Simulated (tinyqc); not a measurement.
Worked calculation: band offset from the macroscopic average of a supercell potential. Values are carried at full precision from step to step, so a last printed digit may differ when a step is redone from the rounded ones.

A model of the planar-averaged electrostatic energy of an electron in a periodic cell of N1 periods of A (L1 = N1 n1 h) and N2 periods of B (L2 = N2 n2 h), on z_j = j h: V(z) = f VA + (1 - f) VB + F t(z), VA = V1[0] + V1[1] cos(2 pi z/(n1 h)) + V1[2] cos(4 pi z/(n1 h)), VB the same with V2, n2 and z - L1. f = [tanh(z/w) - tanh((z - L1)/w) + tanh((z - L1 - L2)/w)]/2 + 1/2; t(z) = z - L1/2 in A and (L1/L2)(L1 + L2/2 - z) beyond, so that the cell is periodic.

Constants: e^2/(4 pi eps0) = 14.39964547 eV angstrom.

Values chosen for the exercise (gaps near those of GaAs and AlAs; not measured data): h = 0.35 angstrom (grid step); n1 = 5 (grid points per period of A); n2 = 7 (grid points per period of B); N1 = 5 (periods of A); N2 = 5 (periods of B); V1 = (-9.38, 3.75, 0.21) eV (mean and two harmonics of the potential in A); V2 = (-5.77, 4.23, -0.74) eV (the same in B); w = 0.49 angstrom (width of the interfaces); F = 0 eV/angstrom (slope in A from opposite charges on the two interfaces); Ev1 = 4.22 eV (valence top of bulk A above its mean potential); Eg1 = (0.51, 1.51) eV (gap of A: semi-local value, corrected value); fv1 = 0.6 (share of the correction that lowers the valence top of A); Ev2 = 0.13 eV (valence top of bulk B above its mean potential); Eg2 = (1.36, 2.31) eV (gap of B: semi-local value, corrected value); fv2 = 0.7 (the same share for B); eps = 9.3 (dielectric constant at the interface).

## The planar average

Evaluate V on the grid, j = 0, 1, ...

V(z_j) (eV): -7.731  -8.710  -12.007  -12.222  -8.371  -5.418  -8.391  -12.349  -12.349  -8.391  -5.420  -8.391  -12.349  -12.349  -8.391  -5.420  -8.391  -12.349  -12.348  -8.390  -5.420  -8.397  -12.318  -12.007  -7.343  -3.850  -4.016  -6.387  -10.074  -10.037  -6.044  -2.969  -2.280  -2.968  -6.045  -10.042  -10.042  -6.045  -2.968  -2.280  -2.968  -6.045  -10.042  -10.042  -6.045  -2.968  -2.280  -2.968  -6.045  -10.042  -10.042  -6.045  -2.968  -2.280  -2.969  -6.044  -10.037  -10.074  -6.387  -4.016

## Running means

Running mean over n points, periodic: for odd n the plain mean of the n points centred on j; for even n the n + 1 points with half weight at both ends. The macroscopic average applies the mean over n1 points and then over n2 points.

Apply the first mean, then the second.

after the mean over n1 points (eV): -7.770  -8.937  -9.808  -9.345  -9.282  -9.350  -9.375  -9.379  -9.380  -9.380  -9.380  -9.380  -9.380  -9.380  -9.380  -9.380  -9.380  -9.380  -9.380  -9.381  -9.375  -9.306  -9.097  -8.783  -7.907  -6.721  -6.334  -6.873  -7.312  -7.102  -6.281  -4.860  -4.061  -4.861  -6.276  -7.028  -7.028  -6.275  -4.861  -4.061  -4.861  -6.275  -7.028  -7.028  -6.275  -4.861  -4.061  -4.861  -6.275  -7.028  -7.028  -6.276  -4.861  -4.061  -4.860  -6.281  -7.102  -7.312  -7.649  -7.384

macroscopic average (eV): -8.315  -8.596  -8.839  -9.124  -9.354  -9.417  -9.356  -9.361  -9.375  -9.379  -9.380  -9.380  -9.380  -9.380  -9.380  -9.380  -9.380  -9.379  -9.369  -9.328  -9.243  -9.033  -8.653  -8.217  -7.860  -7.575  -7.290  -6.933  -6.497  -6.117  -5.907  -5.822  -5.781  -5.771  -5.770  -5.770  -5.770  -5.770  -5.770  -5.770  -5.770  -5.770  -5.770  -5.770  -5.770  -5.770  -5.770  -5.770  -5.770  -5.770  -5.770  -5.770  -5.771  -5.781  -5.822  -6.018  -6.378  -6.908  -7.491  -7.995

Around the middle of B the first mean varies by 2168 meV over five points and the second by 0 meV: one window removes only the period it matches.

## The potential line-up

Read the macroscopic average in the middle of each region, j = 12 and j = 42, and its slope in A by a central difference over two points each way.

plateau in A = -9.380 eV
plateau in B = -5.770 eV
dV = B - A = 3.610 eV
slope in A = 0.000 eV/angstrom

The plateaus are flat, so the line-up is well defined.

## Band offsets

dEv = Ev(A) - Ev(B) = Ev1 - (dV + Ev2); dEc = Ec(B) - Ec(A) = Eg2 - Eg1 - dEv. The correction of a gap, c = Eg[1] - Eg[0], lowers the valence top by fv c and leaves dV, a ground-state quantity, as it is. Type I: dEv and dEc of one sign; II: opposite signs; III: no overlap of the gaps.

Give the offsets with semi-local and with corrected band edges.

dEv, dEc, semi-local (eV): 0.480  0.370

lowering of the valence tops of A and B (eV): 0.600  0.665

dEv, dEc, corrected (eV): 0.545  0.255

The correction moves dEv by +0.06 eV and dEc by -0.11 eV; the type stays I.

## The dipole behind the step

A step dV of the mean electron energy from A to B across an interface equals 4 pi (e^2/4 pi eps0) times a dipole per area p (in e angstrom per angstrom^2). For a change of 0.1 eV in dV, give the charge per area moved over 2 angstrom in a medium of dielectric constant eps: sigma = 0.1 eps/(4 pi (e^2/4 pi eps0) 2). 1 angstrom^-2 = 1e16 cm^-2.

|p| = 0.01995 e/angstrom
sigma = 2.57e+13 e/cm^2

With about 7e14 atoms per cm^2 in a plane (as on a silicon (100) face), 3.7 % of an electron per atom shifts the line-up by 0.1 eV.

## Checks

- Line-up in a cell of 14 + 14 periods without slope against V2[0] - V1[0] (eV): both 3.6100.

Run: tinyqc, `OMP_NUM_THREADS=1 python tinyqc.py 1880047 1880048 out.jsonl`; Intel(R) Xeon(R) Processor @ 2.30GHz, one thread, shared host; about 0.01 s of CPU time with all checks.
